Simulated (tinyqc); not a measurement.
# Electron mobility in a silicon inversion layer, empirical terms and Matthiessen rule, step by step

Program tinyqc, `OMP_NUM_THREADS=1 python tinyqc.py 2510045 2510046 out.jsonl`; Intel Xeon 2.30GHz, shared host, one thread, about 0.01 s. Printed values are rounded.

Inversion layer of sheet density Ns on a uniformly doped body. The mobility terms are empirical power laws with prefactors chosen for the exercise; adding their inverses (Matthiessen) is itself an approximation.

Values chosen for this exercise; material values close to those of silicon: temperature T = 273 K; band gap Eg = 1.11 eV; relative permittivity of the semiconductor eps_r = 11.5; conduction-band density of states at T Nc = 2.42e19 cm^-3; valence-band density of states at T Nv = 2.27e19 cm^-3; body doping Nb = 1.6e18 cm^-3; reverse body bias Vsb = 0.3 V; weight of the inversion charge in the effective field eta = 0.5; gate capacitance Cox = 0.65 uF/cm^2; phonon-limited mobility at 1 MV/cm and 300 K Ap = 439 cm^2/(V s); roughness-limited mobility at 1 MV/cm As = 1190 cm^2/(V s); exponent of the roughness term gs = 2; Coulomb prefactor Ac = 3100 cm^2/(V s); charge at the interface Nit = 4.7e10 cm^-2; inversion density Ns = 9.9e11 cm^-2; ratio W/L WL = 10; drain voltage Vd = 0.01 V; measured linear current I = 1.89 uA.

Constants: q = 1.602176634e-19 C, kB = 1.380649e-23 J/K, Vt = kB T/q, eps0 = 8.8541878128e-14 F/cm where lengths are in cm. Results are converted to the units shown.

## Depletion charge and effective field

ni = sqrt(Nc Nv) exp(-Eg/(2 Vt)), Eg in volts; Ndep = sqrt(2 eps0 eps_r Nb (2 Vt ln(Nb/ni) + Vsb)/q); E = q (Ndep + eta Ns)/(eps0 eps_r), in MV/cm.

ni = 1.33112e9 cm^-3
Ndep = 5.10946e12 cm^-2
E = 0.881855 MV/cm

The depletion charge gives 91.2 % of the field.

## Mobility terms and their sum

With t = T/(300 K): muC = Ac (Ns/1e12 cm^-2) t/(Nb/1e17 cm^-3 + Nit/1e11 cm^-2), muP = Ap E^(-1/3) t^(-1.75), muS = As E^(-gs); 1/mu is the sum of the inverses.

terms (cm^2/(V s)): Coulomb 169.568, phonon 539.937, roughness 1530.21
mu = 119.007 cm^2/(V s)
shares of 1/mu (%): Coulomb 70.1821, phonon 22.0408, roughness 7.77712

The Coulomb term limits most.

## Iteration 1: inversion density for the measured current

Ns at the start = 1.5e12 cm^-2

I = (W/L) q Ns mu Vd. E = q (Ndep + eta Ns)/(eps0 eps_r) in MV/cm. With t = T/(300 K): muC = Ac (Ns/1e12 cm^-2) t/(Nb/1e17 cm^-3 + Nit/1e11 cm^-2), muP = Ap E^(-1/3) t^(-1.75), muS = As E^(-gs); 1/mu is the sum of the inverses. Ns(new) = I/((W/L) q mu Vd).

E = 0.921979 MV/cm
mu = 154.171 cm^2/(V s)
Ns after iteration 1 = 7.65154e11 cm^-2

## Iteration 2: inversion density for the measured current

As before.

E = 0.864166 MV/cm
mu = 99.0349 cm^2/(V s)
Ns after iteration 2 = 1.19114e12 cm^-2

## Course of the iteration: inversion density for the measured current

Stop when Ns changes by less than 1e5 cm^-2, or after 120 iterations.

Course of the iteration:
```
iteration  Ns (cm^-2)  |change| (cm^-2)
1          7.65154e11           7.35e11
2          1.19114e12           4.26e11
3          8.77860e11           3.13e11
4          1.07785e12           2.00e11
5          9.36328e11           1.42e11
6          1.03004e12           9.37e10
7          9.65016e11           6.50e10
8          1.00875e12           4.37e10
9          9.78694e11           3.01e10
...               ...               ...
34         9.90741e11            2.05e6
35         9.90739e11            1.40e6
36         9.90740e11            9.51e5
37         9.90739e11            6.48e5
38         9.90740e11            4.42e5
39         9.90740e11            3.01e5
40         9.90740e11            2.05e5
41         9.90740e11            1.40e5
42         9.90740e11            9.52e4
```

Converged in 42 iterations. At the end each change is about 0.68 times the one before, with alternating sign: linear convergence.

## Split C-V extraction

```
point  Vg (V)  Cgc (uF/cm^2)       I (uA)
0           0     7.59719e-6  5.86036e-12
1         0.1     1.94869e-4   3.85677e-9
2         0.2     0.00496319   2.51939e-6
3         0.3       0.107166   0.00138005
4         0.4       0.542834     0.127678
5         0.5       0.645037     0.812453
6         0.6       0.649805      1.96598
7         0.7       0.649992      3.39972
8         0.8       0.650000      5.00039
9         0.9       0.650000      6.69369
10          1       0.650000      8.42923
11        1.1       0.650000      10.1723
12        1.2           0.65      11.8989
```

Q(Vg) is the trapezoid sum of Cgc from the first point (where Q is taken as 0); mu_eff = I/((W/L) Q Vd); mu_FE = (dI/dVg)/((W/L) Cox Vd) with a backward difference. Listed from point 4 on.

```
point  Q (uC/cm^2)  mu_eff (cm^2/(V s))  mu_FE (cm^2/(V s))
4        0.0383745              33.2716             19.4305
5        0.0977680              83.1000             105.350
6         0.162510              120.976             177.466
7           0.2275              149.438             220.575
8         0.292500              170.954             246.256
9         0.357500              187.236             260.508
10        0.422500              199.509             267.006
11        0.487500              208.663             268.168
12        0.552500              215.365             265.631
```

At the last point mu_FE is 23 % above mu_eff.
